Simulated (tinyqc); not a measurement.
Polycrystalline film, grain-boundary barriers (Seto model): two steps of the calculation.

One-dimensional grains of size Lg with donors N; each boundary has Qt acceptor-like traps per area at one level Et below the band edge. Trapped electrons qt deplete a width w = qt/N (both sides together) and raise a barrier Vb = q N w^2/(8 eps0 eps_r). Current crosses the barriers by thermionic emission at small bias. Abrupt depletion, full ionisation, Boltzmann statistics.

Parameters, values chosen for the exercise; values close to those of polycrystalline silicon:
```
symbol    value        unit                                     meaning
T           273           K                                 temperature
eps_r      11.7              relative permittivity of the semiconductor
Lg           80          nm                                  grain size
Qt       2.7e12       cm^-2                  trap density at a boundary
N        2.1e18       cm^-3                               donor density
mg          170  cm^2/(V s)                     mobility inside a grain
vc        7.7e6        cm/s          collection velocity at the barrier
Nc      2.43e19       cm^-3      conduction-band density of states at T
Et         0.57          eV              trap level below the band edge
```

Constants: q = 1.602176634e-19 C, kB = 1.380649e-23 J/K, Vt = kB T/q, eps0 = 8.8541878128e-14 F/cm where lengths are in cm. Results are converted to the units shown.

Problem 1. Critical doping and limits of the barrier. N* = Qt/Lg; fully depleted grains have Vb = q N Lg^2/(8 eps0 eps_r), filled traps Vb = q Qt^2/(8 eps0 eps_r N); the true barrier cannot exceed the smaller.

Wanted: N*; Vb, fully depleted; Vb, traps filled.

Solution 1.

N* = 3.3750e17 cm^-3
Vb, fully depleted = 2.5983 V
Vb, traps filled = 0.067111 V

Problem 2. Barrier, resistivity and effective mobility. Partly depleted grains: the density at the grain centre is n0 = N and qt = Qt/(1 + 2 (Nc/N) exp((Vb - Et)/Vt)). If that gives qt >= N Lg, the grains are fully depleted: qt = N Lg, w = Lg and n0 = 2 Nc exp((Vb - Et)/Vt)/(Qt/(N Lg) - 1). Resistivity: barriers rb = Vt exp(Vb/Vt)/(q n0 vc Lg), grain interior rg = (1 - w/Lg)/(q mg N); effective mobility 1/(q N (rb + rg)).

Wanted: qt; w; Vb; n0; rb; rg; effective mobility.

Solution 2.

qt = 2.7000e12 cm^-2
w = 12.857 nm
Vb = 0.067111 V
n0 = 2.1000e18 cm^-3
rb = 0.019676 ohm cm
rg = 0.014673 ohm cm
effective mobility = 86.526 cm^2/(V s)

The grains are partly depleted, 100 % of the traps are filled and the barriers give 57.3 % of the resistivity.

Numbers from tinyqc (`OMP_NUM_THREADS=1 python tinyqc.py 2610116 2610117 out.jsonl`; about 0.01 s on one thread of a shared Intel Xeon 2.30GHz).
